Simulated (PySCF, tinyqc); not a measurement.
Inside a calculation. Method: CISD on RHF in the 6-31g basis, for H3+, spin multiplicity 1. The lowest restricted solution is unstable here: a spin-polarised one lies 0.0021 hartree lower (PySCF). One step of it, computed by the program tinyqc.

Question. CISD: roots. Diagonalise (each vector has its largest component positive (the first on a tie)); all determinants have Ms = 0, so triplets appear too. The lowest singlet root is the correlation energy.

Occupation strings over the orbitals (2 doubly, a alpha, b beta, 0 empty; spin orbitals ordered 1a 1b 2a 2b ...): 200000 a0b000 a00b00 a0000b b0a000 b00a00 b0000a 020000 0a00b0 002000 00ab00 00a00b 00ba00 000200 000a0b 0b00a0 000020 00b00a 000b0a 000002

H - E(HF) between determinants (hartree), lower triangle:
```
           200000     a0b000     a00b00     a0000b     b0a000     b00a00     b0000a     020000
200000   0.000000
a0b000   0.000000   0.507797
a00b00   0.000000   0.040352   1.128213
a0000b   0.000000   0.059760   0.018289   1.297683
b0a000   0.000000  -0.077005   0.011149   0.064454   0.507797
b00a00   0.000000   0.011149  -0.048561   0.006573   0.040352   1.128213
b0000a   0.000000   0.064454   0.006573  -0.092918   0.059760   0.018289   1.297683
020000   0.118757  -0.096351   0.068465   0.034869   0.096351  -0.068465  -0.034869   0.560064
0a00b0  -0.051806   0.022144  -0.146306  -0.054551  -0.038360   0.056370   0.023730   0.020560
002000   0.077005  -0.056088   0.006418  -0.054208   0.056088  -0.006418   0.054208   0.103619
00ab00  -0.011149   0.006418  -0.086558  -0.045496   0.018423   0.026208   0.031814  -0.050605
00a00b  -0.064454  -0.054208  -0.045496   0.042478  -0.033794   0.016825  -0.069401  -0.021884
00ba00   0.011149   0.018423   0.026208   0.031814   0.006418  -0.086558  -0.045496   0.050605
000200   0.048561  -0.026208   0.013939   0.024193   0.026208  -0.013939  -0.024193   0.075570
000a0b  -0.006573  -0.031814   0.024193  -0.007998   0.016825  -0.081058  -0.034311   0.032266
0b00a0   0.051806  -0.038360   0.056370   0.023730   0.022144  -0.146306  -0.054551  -0.020560
000020   0.042534  -0.029502   0.076385   0.031089   0.029502  -0.076385  -0.031089   0.080706
00b00a   0.064454  -0.033794   0.016825  -0.069401  -0.054208  -0.045496   0.042478   0.021884
000b0a   0.006573   0.016825  -0.081058  -0.034311  -0.031814   0.024193  -0.007998  -0.032266
000002   0.092918   0.069401   0.034311  -0.070448  -0.069401  -0.034311   0.070448   0.019328

           0a00b0     002000     00ab00     00a00b     00ba00     000200     000a0b     0b00a0
0a00b0   1.591014
002000  -0.007106   1.094971
00ab00   0.129342   0.061699   1.700399
00a00b   0.053508   0.119312   0.043692   1.802178
00ba00  -0.041376  -0.061699  -0.031945  -0.013608   1.700399
000200  -0.100418   0.031945   0.026812  -0.012033  -0.026812   2.379004
000a0b  -0.040017   0.013608  -0.012033   0.064365  -0.124814   0.072457   2.385602
0b00a0  -0.080706   0.007106  -0.041376  -0.019870   0.129342   0.100418   0.047381   1.591014
000020   0.006898   0.032200  -0.034741  -0.010986   0.034741   0.209428   0.081159  -0.006898
00b00a  -0.019870  -0.119312  -0.013608  -0.081125   0.043692   0.012033  -0.021747   0.053508
000b0a   0.047381  -0.013608  -0.124814  -0.021747  -0.012033  -0.072457  -0.039951  -0.040017
000002  -0.015296   0.081125   0.021747   0.018305  -0.021747   0.039951  -0.016056   0.015296

           000020     00b00a    000b0a    000002
000020   2.648595
00b00a   0.010986   1.802178
000b0a  -0.081159   0.064365  2.385602
000002   0.035429  -0.018305  0.016056  2.684889
```

Give: lowest roots of this matrix, relative to E(HF); lowest vectors; <S^2> of these roots; weight of the ground state by excitation level 0, 1, 2, ....

Answer.

lowest roots of this matrix, relative to E(HF) (hartree): -0.0399  0.4022  0.4235  0.6538  1.0549  1.0636  1.1137  1.2184

lowest vectors:
```
         root 1   root 2   root 3   root 4
200000   0.9744   0.0000   0.1781   0.0621
a0b000  -0.0358   0.6960   0.4576  -0.5136
a00b00   0.0206  -0.0484  -0.0855  -0.0258
a0000b   0.0005  -0.1050  -0.0340  -0.0508
b0a000   0.0358   0.6960  -0.4576   0.5136
b00a00  -0.0206  -0.0484   0.0855   0.0258
b0000a  -0.0005  -0.1050   0.0340   0.0508
020000  -0.1965   0.0000   0.7183   0.5899
0a00b0   0.0335   0.0035  -0.0516  -0.0024
002000  -0.0558   0.0000  -0.0710  -0.3236
00ab00  -0.0007  -0.0184   0.0337   0.0346
00a00b   0.0328   0.0436   0.0313   0.0389
00ba00   0.0007  -0.0184  -0.0337  -0.0346
000200  -0.0095   0.0000  -0.0212  -0.0321
000a0b   0.0044  -0.0006   0.0007  -0.0212
0b00a0  -0.0335   0.0035   0.0516   0.0024
000020  -0.0099   0.0000  -0.0052  -0.0255
00b00a  -0.0328   0.0436  -0.0313  -0.0389
000b0a  -0.0044  -0.0006  -0.0007   0.0212
000002  -0.0286   0.0000  -0.0399   0.0362
```

<S^2> of these roots: 0.0000  2.0000  0.0000  0.0000  2.0000  0.0000  0.0000  2.0000

weight of the ground state by excitation level 0, 1, 2, ...: 0.9494  0.0034  0.0472
